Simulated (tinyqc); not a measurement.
# From dry film, estimate back to solids volume fraction c0

Model: spin coating of a resist or spin-on film: centrifugal thinning, evaporation and the final thickness (Emslie and Meyerhofer models). Computed by tinyqc, a small Python program. Command: `OMP_NUM_THREADS=1 python tinyqc.py 3111869 3111870 out.jsonl spincoat inv`. One thread of a shared host (Intel(R) Xeon(R) Processor @ 2.30GHz), about 0.2 s of CPU time with the checks.

A Newtonian film stays uniform over the wafer; solvent and solids have the same density and the concentration is uniform through the thickness.

Inputs (values chosen for the exercise, of the order of those of a polymer resist in an ester solvent):

| quantity | value | unit |
|---|---|---|
| kinematic viscosity of the solvent nu_s | 1.1 | mm^2/s |
| viscosity constant k | 760 | mm^2/s |
| viscosity exponent gamma | 2.3 | - |
| spin speed f | 2500 | rpm |
| evaporation rate at 1000 rpm e0 | 0.42 | micrometre/s |
| wafer radius R | 50 | mm |

Method:
- omega = 2 pi f/60; nu(c) = nu_s + k c^gamma; evaporation rate e = e0 sqrt(f/1000 rpm).
- Flow constant K = 2 omega^2/(3 nu(c0)); Reynolds number of the air omega R^2/nu_air with nu_air = 15 mm^2/s.
- Meyerhofer estimate: flow rules until (1 - c0) K h^3 = e, then evaporation alone: h_w = (e/((1 - c0) K))^(1/3), dry film c0 h_w.

Problem. A run gave the result below. Find the solids volume fraction c0, known to lie between 0.036 and 0.088.

dry film, estimate = 172.0326 nm

Solution.

Each step takes the trial c = (a f_b - b f_a)/(f_b - f_a), f being the result less the target and a, b, c the logarithms of the listed values; c replaces end b, the old b replaces a if the sign of f changed, and otherwise f_a is halved.

Scan of the range:

| solids volume fraction c0 | dry film, estimate (nm) |
|---|---|
| 0.0360 | 100.968 |
| 0.0418 | 121.329 |
| 0.0485 | 146.953 |
| 0.0563 | 179.835 |
| 0.0653 | 222.064 |
| 0.0758 | 277.317 |
| 0.0880 | 349.726 |

False position (Illinois rule, in the logarithm of the input) inside the bracket:

| step | end a | end b | trial | dry film, estimate (nm) |
|---|---|---|---|---|
| 1 | 0.0485000 | 0.0563000 | 0.0543426 | 171.265 |
| 2 | 0.0563000 | 0.0543426 | 0.0545151 | 172.012 |
| 3 | 0.0563000 | 0.0545151 | 0.0545245 | 172.052 |
| 4 | 0.0545151 | 0.0545245 | 0.0545200 | 172.033 |
| 5 | 0.0545245 | 0.0545200 | 0.0545200 | 172.033 |

dry film, estimate rises at every point of a 13-point scan of the range (every second point is shown), so one value fits; it is bracketed by 0.0485 and 0.0563. Answer: solids volume fraction c0 = 0.05452.
